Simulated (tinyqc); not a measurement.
Inside a calculation. Model: Haynes-Shockley experiment: drift, diffusion and decay of a minority-carrier pulse. Computed by tinyqc, a small Python program that keeps every step. Command: `OMP_NUM_THREADS=1 python tinyqc.py 3114217 3114218 out.jsonl haynes walk`. One thread of a shared host (Intel(R) Xeon(R) Processor @ 2.30GHz), about 0.01 s of CPU time with the checks. Intermediate numbers are printed to about 5 digits and carried at full precision; extremes and crossings named in words are read from the listed rows.

A thin sheet of excess carriers is made at x = 0, t = 0 in a long uniform bar; injection is low, so the pulse moves with the minority mobility.

Inputs (values chosen for the exercise, modelled on electrons in p-type silicon in a lightly doped bar): minority mobility mu = 1500 cm^2/(V s); lifetime tau = 26 microsecond; temperature T = 300 K; field F = 29 V/cm; distance d to the collector = 0.75 cm; second distance d2 = 1.1 cm; injected sheet density N0 = 7.3e+09 1/cm^2.

Constants: k_B = 8.617333262e-05 eV/K.

## Transport coefficients

D = mu k_B T/e, v = mu F. Transit time d/v, diffusion length sqrt(D tau), drift length v tau, Peclet number v d/D = e F d/(k_B T).

D = 38.778 cm^2/s

drift velocity v = 43500 cm/s

transit time d/v = 17.241 microsecond

diffusion length = 317.53 micrometre

drift length v tau = 1.131 cm

Peclet number = 841.33

The pulse must travel 0.663 drift lengths.

## The signal at the collector

dn(x, t) = N0/sqrt(4 pi D t) exp(-(x - v t)^2/(4 D t) - t/tau). At fixed x the signal peaks where d ln(dn)/dt = 0: a t^2 + t/2 - x^2/(4 D) = 0 with a = v^2/(4 D) + 1/tau. The full width at half maximum is found by solving dn(x, t) = peak/2 on both sides of the peak.

time of the peak t_p = 17.194 microsecond

peak density = 4.1100e+10 1/cm^3

width at half maximum = 1.9733 microsecond

The peak comes 0.28 % before d/v, since spreading and recombination both weaken the later part of the pulse.

## Shape in time

Times are 0.7, 0.8, 0.9, 0.95, 1, 1.05, 1.1, 1.2 and 1.4 t_p.

Signal at d:
```
t/t_p  t (microsecond)  dn (1/cm^3)     dn/peak
0.70            12.036   7.0664e-02  1.7193e-12
0.80            13.755   1.0938e+06  2.6613e-05
0.90            15.474   3.9559e+09  9.6250e-02
0.95            16.334   2.3609e+10  5.7442e-01
1.00            17.194   4.1100e+10  1.0000e+00
1.05            18.054   2.4889e+10  6.0558e-01
1.10            18.913   6.0555e+09  1.4733e-01
1.20            20.633   3.6677e+07  8.9239e-04
1.40            24.071   1.4429e+00  3.5107e-11
```

At 0.9 and 1.1 t_p the signal is 0.0963 and 0.147 of its peak: the trailing side is the wider one.

## Simple reading of the pulse

With w the full width at half maximum: mu = d/(F t_p); D = (w d)^2/(16 ln2 t_p^3); Einstein ratio D/mu against k_B T/e.

apparent mobility = 1504.1 cm^2/(V s)

apparent D = 38.856 cm^2/s

apparent D/mu = 25.833 mV

error of mu = 0.27645 %

error of D = 0.20116 %

The true k_B T/e is 25.85 mV.

## Two distances

Differences remove part of the bias: mu = (d2 - d)/(F (t_p2 - t_p)). The time-integrated signal is A(x) = (N0/u) exp(x (v - u)/(2 D)), u = sqrt(v^2 + 4 D/tau); the simple lifetime is tau = (t_p2 - t_p)/ln(A(d)/A(d2)).

t_p2 = 25.227 microsecond

mobility from two distances = 1502.4 cm^2/(V s)

area ratio A(d)/A(d2) = 1.3624

lifetime from areas = 25.980 microsecond

Errors: mobility +0.16 % (one distance +0.28 %), lifetime -0.08 %.

## How the errors depend on the field

With w that width: mu = d/(F t_p); D = (w d)^2/(16 ln2 t_p^3). The field is scaled by the factors listed.

Errors of the simple reading:
```
factor  F (V/cm)   v d/D  v^2 tau/(4 D)  error of mu (%)  error of D (%)
0.5         14.5   420.7             79          0.86658         0.40088
0.7         20.3   588.9            155          0.49114         0.28704
1.0         29.0   841.3            317          0.27645         0.20116
1.5         43.5  1262.0            714          0.14931         0.13417
2.5         72.5  2103.3           1982          0.07277         0.08052
4.0        116.0  3365.3           5075          0.03957         0.05032
7.0        203.0  5889.3          15542          0.02020         0.02875
```

The error of mu falls from 0.867 to 0.0202 %. For large v d/D it is about D/(v d) + 2 D/(v^2 tau), here 0.0202 % in the last row: one part from spreading, one from recombination.

Checks made by the program: area of the signal against its closed form (relative difference below 1e-10).
